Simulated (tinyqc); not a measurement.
Modulation-doped quantum well, Poisson-Schroedinger loop: one step of the calculation.

A well of width L centred at z = 0 between barriers Vb; effective-mass electrons, parabolic bands. The electrons come from donor sheets outside the mesh, a share fL of Ns on the left and the rest on the right, so the structure is neutral. Energies are counted from the band edge of the well, with U = 0 on the first node in the Hartree part.

Question. Levels and probability densities. Tridiagonal Hamiltonian with psi = 0 one step beyond both ends: H_ii = C (1/m_(i-1/2) + 1/m_(i+1/2))/hz^2 + V0_i + U_i, H_(i,i+1) = -C/(m_(i+1/2) hz^2), C = hbar^2/(2 m0). The lowest 2 level(s) are kept, normalised to hz sum |psi|^2 = 1.

Inputs (values chosen for the exercise):
```
symbol  value  unit    meaning
hz       0.94    nm  mesh step
```

Constants: q = 1.602176634e-19 C, hbar = 1.054571817e-34 J s, m0 = 9.1093837015e-31 kg, hbar^2/(2 m0) = 0.0380998212 eV nm^2. Results are converted to the units shown.

| node | fixed potential V0 (eV) | self-consistent potential U at the start (eV) |
|---|---|---|
| 1 | 0.25600000 | 0 |
| 2 | 0.25600000 | 0 |
| 3 | 0.25600000 | 0 |
| 4 | 0.25600000 | 0 |
| 5 | 0.25600000 | 0 |
| 6 | 0.00000000 | 0 |
| 7 | 0.00000000 | 0 |
| 8 | 0.00000000 | 0 |
| 9 | 0.00000000 | 0 |
| 10 | 0.00000000 | 0 |
| 11 | 0.00000000 | 0 |
| 12 | 0.00000000 | 0 |
| 13 | 0.25600000 | 0 |
| 14 | 0.25600000 | 0 |
| 15 | 0.25600000 | 0 |
| 16 | 0.25600000 | 0 |
| 17 | 0.25600000 | 0 |

mass on the intervals 1/2, 3/2, ... (mean of both at an interface) (m0): [0.092, 0.092, 0.092, 0.092, 0.092, 0.0805, 0.069, 0.069, 0.069, 0.069, 0.069, 0.069, 0.0805, 0.092, 0.092, 0.092, 0.092, 0.092]

Give: levels; |psi|^2 of E1; |psi|^2 of E2.

Answer.

levels (eV): E1 0.05220, E2 0.19875

| node | \|psi\|^2 of E1 (1/nm) | \|psi\|^2 of E2 (1/nm) |
|---|---|---|
| 1 | 0.00007 | 0.00150 |
| 2 | 0.00044 | 0.00676 |
| 3 | 0.00182 | 0.01843 |
| 4 | 0.00684 | 0.04237 |
| 5 | 0.02520 | 0.09065 |
| 6 | 0.08163 | 0.17355 |
| 7 | 0.13739 | 0.14677 |
| 8 | 0.18032 | 0.05188 |
| 9 | 0.19639 | 0.00000 |
| 10 | 0.18032 | 0.05188 |
| 11 | 0.13739 | 0.14677 |
| 12 | 0.08163 | 0.17355 |
| 13 | 0.02520 | 0.09065 |
| 14 | 0.00684 | 0.04237 |
| 15 | 0.00182 | 0.01843 |
| 16 | 0.00044 | 0.00676 |
| 17 | 0.00007 | 0.00150 |

Program tinyqc, `OMP_NUM_THREADS=1 python tinyqc.py 2140028 2140029 out.jsonl`; Intel Xeon 2.30GHz, shared host, one thread, about 0.2 s.
